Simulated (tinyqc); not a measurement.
# Nanowire ballistic transistor, top-of-the-barrier model, step by step

Computed by the program tinyqc: `OMP_NUM_THREADS=1 python tinyqc.py 2400118 2400119 out.jsonl`, one thread of a shared Intel Xeon 2.30GHz, about 0.05 s for the whole run. Printed values are rounded.

At the top of the source barrier, states moving towards the drain are filled by the source (Fermi level 0) and states moving back by the drain (Fermi level -q Vd); nothing scatters. U is the shift of the band edge there, set by the capacitances CG, CD and CS (the total) and by the charge. Parabolic one-dimensional subband; the source is grounded.

Values chosen for this exercise; mass and valleys close to those of gallium nitride:
- T = 300 K (temperature)
- m = 0.203 m0 (effective mass)
- gv = 1 (valley degeneracy)
- eox = 22 (relative permittivity of the gate insulator)
- tox = 2 nm (insulator thickness)
- d = 2 nm (wire diameter)
- aG = 0.78 (gate control CG/CS)
- aD = 0.112 (drain control CD/CS)
- E0 = 0.25 eV (band edge at the barrier top above the source Fermi level at zero bias)
- Vg = 0.8 V (gate voltage)
- Vd = 0.2 V (drain voltage)

Constants: q = 1.602176634e-19 C, kB = 1.380649e-23 J/K, hbar = 1.054571817e-34 J s, h = 6.62607015e-34 J s, m0 = 9.1093837015e-31 kg, Vt = kB T/q, eps0 = 8.8541878128e-14 F/cm where lengths are in cm. Results are converted to the units shown.

## Density of states, capacitances and charge at zero bias

N0 = gv sqrt(2 m kB T/pi)/hbar, CG = 2 pi eps0 eox/ln(1 + 2 tox/d), CS = CG/aG, n0 = n at U = 0 and Vd = 0. eta1 = -(E0 + U)/Vt, eta2 = eta1 - Vd/Vt, n = (N0/2)[F_(-1/2)(eta1) + F_(-1/2)(eta2)], F_(-1/2)(x) = (1/sqrt(pi)) int_0^infinity u^(-1/2)/(1 + exp(u - x)) du. UL = -(aG Vg + aD Vd).

N0 = 2.09391e6 cm^-1
CG = 11.1406 pF/cm
CS = 14.2828 pF/cm
n0 = 132.167 cm^-1
UL = -0.6464 eV

## Iteration 1: self-consistent potential at the barrier top

U at the start (U = UL) = -0.6464 eV

eta1 = -(E0 + U)/Vt, eta2 = eta1 - Vd/Vt, n = (N0/2)[F_(-1/2)(eta1) + F_(-1/2)(eta2)], F_(-1/2)(x) = (1/sqrt(pi)) int_0^infinity u^(-1/2)/(1 + exp(u - x)) du. U(out) = UL + q (n - n0)/CS. U(new) = U(out).

eta1 = 15.3334
eta2 = 7.59709
n = 7.84827e6 cm^-1
U(out) = -0.558363 eV
U after iteration 1 = -0.558363 eV

## Iteration 2: self-consistent potential at the barrier top

As before.

eta1 = 11.9280
eta2 = 4.19167
n = 6.41722e6 cm^-1
U(out) = -0.574416 eV
U after iteration 2 = -0.574416 eV

## Course of the iteration: self-consistent potential at the barrier top

Stop when U changes by less than 1e-9 eV, or after 90 iterations.

Course of the iteration:
```
iteration,U (eV),|change| (eV)
1,-0.558363,0.0880
2,-0.574416,0.0161
3,-0.571138,3.28e-3
4,-0.571791,6.53e-4
5,-0.571660,1.31e-4
6,-0.571687,2.61e-5
7,-0.571681,5.23e-6
8,-0.571682,1.04e-6
9,-0.571682,2.09e-7
10,-0.571682,4.18e-8
11,-0.571682,8.36e-9
12,-0.571682,1.67e-9
13,-0.571682,3.34e-10
```

Converged in 13 iterations. At the end each change is about 0.20 times the one before, with alternating sign: linear convergence.

## Current, mean velocity and share of the gate voltage

converged U = -0.571682 eV

N0 = gv sqrt(2 m kB T/pi)/hbar, CG = 2 pi eps0 eox/ln(1 + 2 tox/d), CS = CG/aG, n0 = n at U = 0 and Vd = 0. eta1 = -(E0 + U)/Vt, eta2 = eta1 - Vd/Vt, n = (N0/2)[F_(-1/2)(eta1) + F_(-1/2)(eta2)], F_(-1/2)(x) = (1/sqrt(pi)) int_0^infinity u^(-1/2)/(1 + exp(u - x)) du. I = gv (2 q^2/h) Vt [ln(1 + exp eta1) - ln(1 + exp eta2)]. Mean velocity I/(q n). CQ = (q/Vt) dn/d(eta1); the band edge follows the gate as -dU/dVg = aG/(1 + CQ/CS).

eta1 = 12.4432
n = 6.66092e6 cm^-1
I = 15.4782 uA
mean velocity = 1.45036e7 cm/s
CQ = 2.85637 pF/cm
-dU/dVg = 0.650007 eV/V

The carriers from the source are degenerate (eta1 = 12.4), and the mean velocity is 1.21 times vT = sqrt(2 kB T/(pi m)) = 1.19e7 cm/s. The drain fills a good part of the returning states, which lowers the mean.
